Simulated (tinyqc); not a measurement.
Inside a calculation. Model: tunnelling through a two-layer gate stack, WKB transmission and Tsu-Esaki current.

Program tinyqc, `OMP_NUM_THREADS=1 python tinyqc.py 2540076 2540077 out.jsonl`; Intel Xeon 2.30GHz, shared host, one thread, about 0.04 s. Printed values are rounded.

Electrons leave the emitter at x = 0. Energies E (motion across the layers) are in eV from the emitter Fermi level; the collector Fermi level lies at -V and offers states at every E. No charge in the dielectric and no image force: F1 = V/(t1 + t2 eps1/eps2), F2 = F1 eps1/eps2; U = phi1 - F1 x in layer 1 and phi2 - F1 t1 - F2 (x - t1) in layer 2. With C = hbar^2/(2 m0), kappa = sqrt(m (U - E)/C) where U > E and 0 elsewhere; T(E) = exp(-S), S = 2 times the integral of kappa over x.

Parameters, values chosen for the exercise; layer 1 close to silicon dioxide, layer 2 close to hafnium oxide: temperature T = 400 K; Fermi energy of the emitter above its band bottom Ef = 2.6 eV; emitter mass in the supply function me = 0.4 m0; barrier of layer 1 above the emitter Fermi level at zero bias phi1 = 3.07 eV; tunnelling mass of layer 1 m1 = 0.5 m0; thickness of layer 1 t1 = 0.9 nm; relative permittivity of layer 1 eps1 = 3.72; barrier of layer 2 at zero bias phi2 = 1.55 eV; tunnelling mass of layer 2 m2 = 0.2 m0; thickness of layer 2 t2 = 3.2 nm; relative permittivity of layer 2 eps2 = 21.4; voltage across the dielectric V = 1.4 V; energy of the electron followed E = 0 eV; cells in each layer nc = 5; lower end of the energy grid Ea = -0.5 eV; upper end of the energy grid Eb = 0.6 eV; points of the energy grid nE = 11.

Constants: q = 1.602176634e-19 C, kB = 1.380649e-23 J/K, hbar = 1.054571817e-34 J s, m0 = 9.1093837015e-31 kg, Vt = kB T/q, hbar^2/(2 m0) = 0.0380998212 eV nm^2. Results are converted to the units shown.

## Fields and band edges

F1 = V/(t1 + t2 eps1/eps2), F2 = F1 eps1/eps2; U = phi1 - F1 x in layer 1 and phi2 - F1 t1 - F2 (x - t1) in layer 2. EOT = 3.9 (t1/eps1 + t2/eps2).

F1 = 9.61366 MV/cm
F2 = 1.67116 MV/cm
U at the end of layer 1 = 2.20477 eV
U at the start of layer 2 = 0.684771 eV
U at the end of layer 2 = 0.15 eV
EOT = 1.52673 nm

## WKB exponent by the midpoint rule

Cut each layer into nc equal cells, take U and kappa at the cell centres, and sum S = 2 sum kappa h.

| cell | x (nm) | U (eV) | kappa (1/nm) |
|---|---|---|---|
| 0 | 0.09000 | 2.98348 | 6.25727 |
| 1 | 0.27000 | 2.81043 | 6.07309 |
| 2 | 0.45000 | 2.63739 | 5.88316 |
| 3 | 0.63000 | 2.46434 | 5.68688 |
| 4 | 0.81000 | 2.29129 | 5.48358 |
| 5 | 1.22000 | 0.63129 | 1.82041 |
| 6 | 1.86000 | 0.52434 | 1.65905 |
| 7 | 2.50000 | 0.41739 | 1.48021 |
| 8 | 3.14000 | 0.31043 | 1.27655 |
| 9 | 3.78000 | 0.20348 | 1.03350 |

S = 19.8835
T(E) = 2.31590e-9

## WKB exponent in closed form

Each layer adds (2/F) sqrt(m/C) [G(u at its left edge) - G(u at its right edge)] to S, with u = U - E (0 where negative) and G(u) = (2/3) u^1.5. The slope follows from 1/d = -dS/dE.

S = 19.8742
T(E) = 2.33752e-9
energy d over which T(E) grows by a factor e = 0.070998 eV

The midpoint rule gives S = 19.883, so its T(E) is 0.92 % below this value. The band edge stays above E through the whole stack: direct tunnelling through a trapezoid.

## Current density on a coarse energy grid

J = J0 times the integral of T(E) N(E) dE, N = ln[(1 + exp(-E/Vt))/(1 + exp((-E - V)/Vt))], J0 = q^2 me m0 kB T/(2 pi^2 hbar^3) (times 1e-4 for A/cm^2 per eV), by Simpson's rule on nE equally spaced points from Ea to Eb.

| point | E (eV) | T(E) | N | T(E) N |
|---|---|---|---|---|
| 0 | -0.500000 | 8.13509e-12 | 14.5056 | 1.18005e-10 |
| 1 | -0.390000 | 2.40670e-11 | 11.3144 | 2.72305e-10 |
| 2 | -0.280000 | 7.63643e-11 | 8.12346 | 6.20342e-10 |
| 3 | -0.170000 | 2.64862e-10 | 4.93911 | 1.30818e-9 |
| 4 | -0.060000 | 1.03592e-9 | 1.90229 | 1.97061e-9 |
| 5 | 0.050000 | 4.85466e-9 | 0.210616 | 1.02247e-9 |
| 6 | 0.160000 | 3.39143e-8 | 0.00959409 | 3.25377e-10 |
| 7 | 0.270000 | 3.37417e-7 | 3.96336e-4 | 1.33730e-10 |
| 8 | 0.380000 | 2.60607e-6 | 1.63007e-5 | 4.24808e-11 |
| 9 | 0.490000 | 1.49549e-5 | 6.70304e-7 | 1.00244e-11 |
| 10 | 0.600000 | 5.88199e-5 | 2.75634e-8 | 1.62128e-12 |

J0 = 2.23128e8 A/(cm^2 eV)
J = 0.139280 A/cm^2

The integrand peaks at E = -0.0600 eV among these points. A converged quadrature from -Ef to above the barrier gives 0.1453 A/cm^2; this grid is 4.2 % below that.
